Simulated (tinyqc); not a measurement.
## MOSFET in the linear regime without short-channel effects, parameter extraction from computed curves: extraction methods against the second mobility attenuation factor

Inversion charge Q = Cox n Vt W0(exp((Vg - VT)/(n Vt))), W0 the Lambert function and n = nf; u = Q/Cox; mobility mu = mu0/(1 + th1 u + th2 u^2); channel resistance Rch = (L - dL)/(W mu Q); Id = Vd/(Rch + Rsd/W). Cox = eps0 eox/tox. Small Vd, no channel-length or drain effects.

From the continuous curve Id(Vg): tangent at peak gm (V_ext = Vg - Id/gm); constant current Id = 0.1 uA W/L; peak of d2Id/dVg2; Y = Id/sqrt(gm) drawn through Vg = VT + 0.6 and VT + 0.8 V, with intercept VT_Y and slope s. Mobilities gm,max L/(W Cox Vd) and s^2 L/(W Cox Vd) with the drawn L. Last column: share of Rsd/W in the total resistance at VT + 0.8 V.

Parameters, values chosen for the exercise; channel values of the order met in silicon transistors:
```
symbol  value        unit                                                                 meaning
T         300           K                                                             temperature
eox       3.9              relative permittivity of the gate insulator (close to silicon dioxide)
tox       1.2          nm                                                     insulator thickness
mu0       180  cm^2/(V s)                                                      low-field mobility
th1       0.2         1/V                                       first mobility attenuation factor
VT       0.49           V                                                       threshold voltage
nf       1.18                                                                         body factor
W           1          um                                                              gate width
L       0.043          um                                                       drawn gate length
dL      0.005          um                                             drawn less effective length
Rsd       360      ohm um                                            source plus drain resistance
Vd      0.025           V                                                           drain voltage
```

Constants: q = 1.602176634e-19 C, kB = 1.380649e-23 J/K, Vt = kB T/q, eps0 = 8.8541878128e-14 F/cm where lengths are in cm. Results are converted to the units shown.

Extraction methods against the second mobility attenuation factor:
```
th2 (1/V^2)	V_ext (V)	constant current (V)	second derivative (V)	VT_Y (V)	mobility from gm (cm^2/(V s))	mobility from Y (cm^2/(V s))	series share (%)
0	0.454	0.452	0.466	0.535	80.3	185	75.2
0.06	0.454	0.452	0.466	0.549	80.3	198	74.7
0.12	0.454	0.452	0.466	0.564	80.3	212	74.2
0.18	0.454	0.452	0.466	0.578	80.2	229	73.7
0.24	0.454	0.452	0.466	0.593	80.2	246	73.3
0.3	0.454	0.452	0.466	0.608	80.2	266	72.8
0.36	0.454	0.452	0.466	0.622	80.2	288	72.4
```

The model has VT = 0.49 V and mu0 = 180 cm^2/(V s). Over the table the extracted thresholds move by under 0.5 mV (tangent), under 0.5 mV (constant current), under 0.5 mV (second derivative), 88 mV (Y function). The mobility from gm stays near 80.2 and that from Y rises from 185 to 288 cm^2/(V s).

tinyqc, about 0.01 s, one thread, Intel Xeon 2.30GHz (shared host): `OMP_NUM_THREADS=1 python tinyqc.py 2210017 2210018 out.jsonl`
